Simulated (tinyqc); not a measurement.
Inside a calculation. Method: plane-wave Kohn-Sham cycle with exchange-only LDA in a layered model solid. One step of it, computed by the program tinyqc.

Question. Iteration 1: potential. V_H(G) = 4 pi rho(G)/G^2 for G != 0 (uniform background); v_x = -(3 rho/pi)^(1/3); V = V_ext + V_H + v_x; Fourier components f(G_m) = (1/N) sum_j f(x_j) exp(-i G_m x_j).

A solid whose potential varies along x alone (atomic units):

| parameter | value |
|---|---|
| period a | 4.400000 |
| cross-section of the cell | 18.000000 |
| electrons per cell | 2 |
| grid points | 16 |
| plane waves -n..n, n | 2 |
| k points | 3 |
| V1 in V1 cos(2 pi x/a) | -0.150000 |
| V2 in V2 cos(4 pi x/a) | -0.190000 |

density at the start, on the grid x_j = j a/N (e/bohr^3): 0.02525253  0.02525253  0.02525253  0.02525253  0.02525253  0.02525253  0.02525253  0.02525253  0.02525253  0.02525253  0.02525253  0.02525253  0.02525253  0.02525253  0.02525253  0.02525253

Give: Potentials on the grid; V(G_m), m = 0, 1, 2, ....

Answer.

Potentials on the grid (hartree):

| x | V_ext | V_H | v_x | V |
|---|---|---|---|---|
| 0.0000 | -0.3400 | 0.0000 | -0.2889 | -0.6289 |
| 0.2750 | -0.2729 | 0.0000 | -0.2889 | -0.5618 |
| 0.5500 | -0.1061 | 0.0000 | -0.2889 | -0.3950 |
| 0.8250 | 0.0769 | 0.0000 | -0.2889 | -0.2120 |
| 1.1000 | 0.1900 | 0.0000 | -0.2889 | -0.0989 |
| 1.3750 | 0.1918 | 0.0000 | -0.2889 | -0.0972 |
| 1.6500 | 0.1061 | 0.0000 | -0.2889 | -0.1828 |
| 1.9250 | 0.0042 | 0.0000 | -0.2889 | -0.2847 |
| 2.2000 | -0.0400 | 0.0000 | -0.2889 | -0.3289 |
| 2.4750 | 0.0042 | 0.0000 | -0.2889 | -0.2847 |
| 2.7500 | 0.1061 | 0.0000 | -0.2889 | -0.1828 |
| 3.0250 | 0.1918 | 0.0000 | -0.2889 | -0.0972 |
| 3.3000 | 0.1900 | 0.0000 | -0.2889 | -0.0989 |
| 3.5750 | 0.0769 | 0.0000 | -0.2889 | -0.2120 |
| 3.8500 | -0.1061 | 0.0000 | -0.2889 | -0.3950 |
| 4.1250 | -0.2729 | 0.0000 | -0.2889 | -0.5618 |

V(G_m), m = 0, 1, 2, ... (hartree): -0.2889  -0.0750  -0.0950  0.0000  0.0000
